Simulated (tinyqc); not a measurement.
Changing the Debye temperature Theta: thermal displacements in the Debye model: Debye-Waller factors, bond-length spread and the Lindemann rule. Computed by tinyqc, a small Python program. Command: `OMP_NUM_THREADS=1 python tinyqc.py 3008951 3008952 out.jsonl debyewaller sweep`. One thread of a shared host (Intel(R) Xeon(R) Processor @ 2.30GHz), about 0.01 s of CPU time with the checks.

A Debye spectrum with three branches of one velocity, cut at k_B Theta; 4 atoms per cube, nearest neighbours at d = 0.707107 a.

Inputs (values chosen for the exercise, modelled on gold):
```
quantity,value,unit
atomic mass M,196.97,u
lattice constant a,4.078,angstrom
temperature T,300,K
Lindemann ratio x_L,0.1,-
gamma-ray energy E,67.4,keV
photoelectron wave number k,9,1/angstrom
```

Structure: fcc.

Constants: hbar^2/u = 4.18015928e-03 eV angstrom^2; k_B = 8.617333262e-05 eV/K; e = 1.602176634e-19 C; u = 1.6605390666e-27 kg; c = 299792458 m/s; hbar = 6.582119569e-16 eV s.

Method:
- <u_x^2> = (3 hbar^2/(2 M k_B Theta)) int_0^1 s coth(s Theta/(2T)) ds (64 Gauss-Legendre points); it tends to 3 hbar^2/(4 M k_B Theta) at T = 0 and to 3 hbar^2 T/(M k_B Theta^2) at high T.
- B = 8 pi^2 <u_x^2>.
- A nucleus of this mass is supposed to emit a gamma ray of the energy chosen: recoil energy E_R = E^2/(2 M c^2), wave number k_g = E/(hbar c), recoil-free fraction f = exp(-k_g^2 <u_x^2>).
- Correlated Debye model: sigma^2 = (3 hbar^2/(M k_B Theta)) int_0^1 s coth(s Theta/(2T)) [1 - sin(s q_D R)/(s q_D R)] ds for two atoms at distance R, q_D = (6 pi^2 n)^(1/3), n atoms per volume; uncorrelated motion would give 2 <u_x^2>.
- An EXAFS amplitude is damped by exp(-2 k^2 sigma^2).
- Melting is placed where sqrt(3 <u_x^2>) = x_L d; the classical form gives T_m = M k_B Theta^2 (x_L d)^2/(9 hbar^2).

One run for each value:
```
Debye temperature Theta (K),B factor (angstrom^2),Lindemann T_m (K),recoil-free fraction f,sigma^2 of the nearest bond (angstrom^2)
129,1.057,624,1.647e-07,0.01654
148,0.804,821,6.892e-06,0.01260
168,0.625,1058,9.693e-05,0.00980
192,0.480,1382,8.299e-04,0.00754
218,0.374,1782,4.003e-03,0.00588
249,0.288,2325,1.426e-02,0.00454
```

Describe and explain the trends.

Over the rows, B factor (angstrom^2) falls from 1.06 to 0.288 (exponent d ln y / d ln x about -2.0 throughout); Lindemann T_m (K) rises from 624 to 2330 (exponent d ln y / d ln x about 2.0 throughout); recoil-free fraction f rises from 1.65e-7 to 0.0143 (exponent d ln y / d ln x 27 between the first rows and 9.6 between the last). The exponent of B factor stays between -1.99 and -1.97, near -2: the classical law T/(M Theta^2). The exponent of Lindemann T_m stays at 2: T_m goes as Theta^2. Theta measures the stiffness, M Theta^2 ~ spring constant: stiffer crystals vibrate less and, by the Lindemann rule, melt higher. Left out: 99.6, 114 (the fraction is vanishingly small).
